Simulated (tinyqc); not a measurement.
Worked calculation: leakage through a gate insulator: direct, Fowler-Nordheim, trap-assisted and Poole-Frenkel currents. Computed by tinyqc, a small Python program that keeps every step. Command: `OMP_NUM_THREADS=1 python tinyqc.py 3023851 3023852 out.jsonl oxideleak walk`. One thread of a shared host (Intel(R) Xeon(R) Processor @ 2.30GHz), about 0.01 s of CPU time with the checks. Intermediate numbers are printed to about 6 digits and carried at full precision; extremes and crossings named in words are read from the listed rows.

Electrons enter from the cathode Fermi level at x = 0; the conduction band of the insulator lies phi_b - e F x above it, F = V/t. WKB exponents use a parabolic band with mass m.

Inputs (values chosen for the exercise, with an insulator like Si3N4):
```
quantity                          value   unit
thickness t                         3.6     nm
barrier phi_b                         2     eV
tunnelling mass m                  0.37    m_0
static constant eps_ox             7.38      -
optical constant eps_opt           4.05      -
voltage across the insulator V      2.2      V
trap depth phi_t                    1.1     eV
trap density N_t                3.4e+18  cm^-3
attempt rate nu_0                 1e+12    1/s
activation of capture E_a          0.15     eV
temperature T                       250      K
```

Constants: hbar^2/(2 m_0) = 3.80998212 eV angstrom^2; e = 1.602176634e-19 C; hbar = 1.054571817e-34 J s; k_B = 8.617333262e-05 eV/K; eps_0 = 8.8541878128e-12 F/m.

## Field and tunnelling without traps

For a level a distance phi(x) below the band, the WKB exponent is 2 int kappa dx with kappa = sqrt(m phi/(hbar^2/2m_0)); for a linear barrier from phi_1 down to phi_2 = max(phi_1 - e F d, 0) it is G = (4/3) sqrt(m/(hbar^2/2m_0)) (phi_1^(3/2) - phi_2^(3/2))/(e F). J_tun = e^3 F^2/(16 pi^2 hbar m phi_b) x exp(-G) / [1 - sqrt(phi_2/phi_b)]^2 with the free-electron mass in the cathode (m in m_0), phi_2 = max(phi_b - e V, 0): direct tunnelling for e V < phi_b, Fowler-Nordheim above. Image forces, back-flow and the limit on supply are left out, so J_tun is overstated below about 0.5 V. Equivalent oxide thickness = 3.9 t/eps_ox.

field F = 6.11111 MV/cm

equivalent oxide thickness = 1.90244 nm

WKB exponent G = 19.2310

tunnelling current J_tun = 0.345936 A/cm^2

The barrier is a triangle 3.27 nm long: Fowler-Nordheim tunnelling.

## One trap at several depths

A trap at depth x lies phi_t below the band. Capture: tunnel at the cathode Fermi level from 0 to x (G_in from phi_1 = phi_b), rate nu_0 exp(-G_in - E_c/k_B T) with E_c = E_a + max(phi_b - phi_t - e F x, 0), the last term being the height of the trap above the cathode Fermi level. Emission: tunnel from the trap level to the anode (G_out from phi_1 = phi_t over t - x), rate nu_0 exp(-G_out - E_a/k_B T). Re-emission to the cathode follows from detailed balance, rate_back = rate_in exp(dE/k_B T) with dE = phi_b - phi_t - e F x. Each trap passes R = rate_in rate_out/(rate_in + rate_back + rate_out) electrons per second; filling from the anode is left out. Depths: t times 0.08, 0.2, 0.32, 0.44, 0.56, 0.68, 0.8 and 0.92, rounded to 0.01 nm.

Rates:
```
x (nm)     G_in    G_out  E_c (eV)  rate in (1/s)  rate back (1/s)  rate out (1/s)      R (1/s)
0.29     2.4986  7.84417  0.872778    2.09137e-07      7.78017e+07     3.71068e+05  9.92724e-10
0.72     5.9832  7.84417  0.610000    1.27193e-03      2.38592e+06     3.71068e+05  1.71192e-04
1.15     9.1854  7.84417  0.347222    1.02602e+01      9.70466e+04     3.71068e+05  8.13293e+00
1.58    12.0775  7.84417  0.150000    5.38173e+03      2.56673e+02     3.71068e+05  5.30118e+03
2.02    14.6767  7.50899  0.150000    4.00045e+02      7.24445e-05     5.18822e+05  3.99737e+02
2.45    16.8071  6.14198  0.150000    4.75225e+01      4.33940e-11     2.03566e+06  4.75214e+01
2.88    18.4316  4.19853  0.150000    9.36222e+00      4.31064e-17     1.42146e+07  9.36221e+00
3.31    19.2310  1.81714  0.150000    4.20916e+00      9.77218e-23     1.53802e+08  4.20916e+00
```

The most effective of these traps sits at 1.58 nm, 44 % of the way; where rate back exceeds rate out, re-emission drains the trap, and elsewhere the slower forward step limits R; here capture limits, and the best depth is where the trap level drops to the cathode Fermi level.

## Trap-assisted current

J_TAT = e N_t int_0^t R dx by the midpoint rule on 400 intervals; the most effective depth is the midpoint with the largest R, rounded to 0.01 nm.

trap-assisted current J_TAT = 1.18145e-04 A/cm^2

most effective depth = 1.47 nm

## Poole-Frenkel bound

Poole-Frenkel emission over the lowered barrier of a charged trap: lowering sqrt(e F/(pi eps_opt eps_0)); J_PF = e N_t^(2/3) nu_0 exp(-(phi_t - lowering)/k_B T), one sheet of traps emitting with supply unlimited (an upper bound).

barrier lowering = 0.932263 eV

Poole-Frenkel bound J_PF = 150.523 A/cm^2

Caution: the film is too thin for the Poole-Frenkel picture (the lowering is a large part of the whole drop, or the traps are further apart than the film is thick), so J_PF is only nominal.

## Total without and with traps

J = J_tun + J_TAT (the Poole-Frenkel bound is not added); the ratio J/J_tun is the excess that stress-made traps add.

total current J = 0.346054 A/cm^2

J/J_tun = 1.00034

## Against voltage

The formulas are those given above.

Currents:
```
V (V)  F (MV/cm)  J_tun (A/cm^2)  J_TAT (A/cm^2)  best depth (nm)
0.43      1.1944     2.22943e-05     1.43186e-19             1.60
0.87      2.4167     1.39510e-04     2.04410e-12             3.60
1.31      3.6389     1.06079e-03     6.50356e-08             2.47
1.76      4.8889     1.14964e-02     7.47797e-06             1.84
2.20      6.1111     3.45936e-01     1.18145e-04             1.47
2.64      7.3333     1.22842e+01     7.52846e-04             1.23
3.08      8.5556     1.65014e+02     2.86404e-03             1.06
3.52      9.7778     1.20009e+03     7.99219e-03             0.92
3.96     11.0000     5.77448e+03     1.82736e-02             0.82
```

Tunnelling without traps rules in every row. Over the range J_tun grows by 8.4 decades and J_TAT by 17.1. The highest rows may lie beyond breakdown. Below about 0.5 V the formula for J_tun, which has no back-flow, overstates the current.

## Against thickness at fixed field

The formulas are those given above.

Currents:
```
t (nm)    V (V)  J_tun (A/cm^2)  J_TAT (A/cm^2)
1.2     0.73333     1.34441e+05     7.62241e-08
1.6     0.97778     4.79615e+03     7.76221e-05
2.2     1.34444     6.99000e+01     1.19171e-04
3.0     1.83333     1.08587e+00     1.19155e-04
4.0     2.44444     3.45936e-01     1.18201e-04
5.5     3.36111     3.45936e-01     1.18452e-04
7.5     4.58333     3.45936e-01     1.19324e-04
10.0    6.11111     3.45936e-01     1.19221e-04
```

Between the first rows J_tun falls by 3.62 decades per nm. From t = phi_b/(e F) = 3.27 nm it stops changing, since a triangular barrier does not feel the thickness. J_TAT stays below J_tun at all these thicknesses.

Checks made by the program: the WKB exponent by quadrature (relative difference 6e-08); the integral with twice the points (relative difference 2e-04).
